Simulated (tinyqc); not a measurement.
Inside a calculation. Method: Ewald sum of point charges, fluorite lattice. Computed by tinyqc, a small Python program that keeps every step. Command: `OMP_NUM_THREADS=1 python tinyqc.py 20152 20153 out.jsonl` (the two numbers bound the seeds that draw the settings). One thread of a shared host (Intel(R) Xeon(R) Processor @ 2.60GHz), about 0.07 s of CPU time with the checks.

## Ewald sum with eta = 0.264 1/bohr

cell vectors (rows) (bohr):
```
          1         2         3
1  0.000000  6.135000  6.135000
2  6.135000  0.000000  6.135000
3  6.135000  6.135000  0.000000
```

Charges:

| q | f1 | f2 | f3 |
|---|---|---|---|
| 2.000000 | 0.000000 | 0.000000 | 0.000000 |
| -1.000000 | 0.250000 | 0.250000 | 0.250000 |
| -1.000000 | 0.750000 | 0.750000 | 0.750000 |

Real space: 1/2 sum q_i q_j erfc(eta r)/r over all images with r > 0; reciprocal space: (2 pi/V) sum_(G != 0) exp(-G^2/4 eta^2)/G^2 |S(G)|^2 with S(G) = sum q exp(i G.r); self term -eta/sqrt(pi) sum q^2; background -pi Q^2/(2 V eta^2), Q the total charge.

Real-space shells (first ones):

| r (bohr) | pairs | sum (hartree) |
|---|---|---|
| 5.313066 | 16 | -0.142427 |
| 6.135000 | 12 | 0.021507 |
| 8.676200 | 36 | 0.004972 |
| 10.173747 | 48 | -0.000687 |
| 10.626132 | 16 | 0.000055 |
| 12.270000 | 18 | 0.000007 |
| 13.370923 | 48 | -2.14e-06 |
| 13.718277 | 48 | 5.30e-07 |
| 15.027620 | 72 | 9.66e-08 |
| 15.939198 | 64 | -1.07e-08 |
| 17.352400 | 36 | 1.92e-10 |
| 18.147575 | 96 | -6.56e-11 |

Reciprocal shells (first ones that count):

| G^2 (1/bohr^2) | vectors | sum (hartree) |
|---|---|---|
| 0.786669 | 8 | 0.032929 |
| 1.048892 | 6 | 0.028924 |
| 2.884452 | 24 | 0.000015 |
| 3.146675 | 8 | 0.000007 |
| 4.982235 | 24 | 4.54e-09 |
| 5.244458 | 24 | 6.74e-09 |

## The total does not depend on eta

The same sums for other eta.

Totals (hartree per cell):

| eta | real | reciprocal | self | background | total |
|---|---|---|---|---|---|
| 0.264000 | -0.116575 | 0.061875 | -0.893676 | 0.000000 | -0.94837614 |
| 0.374000 | -0.013744 | 0.331410 | -1.266041 | 0.000000 | -0.94837614 |
| 0.513000 | -0.000341 | 0.788540 | -1.736576 | 0.000000 | -0.94837614 |

shortest distance = 5.313066 bohr

Madelung constant -E d / (formula units |q+ q-|) = 2.519392
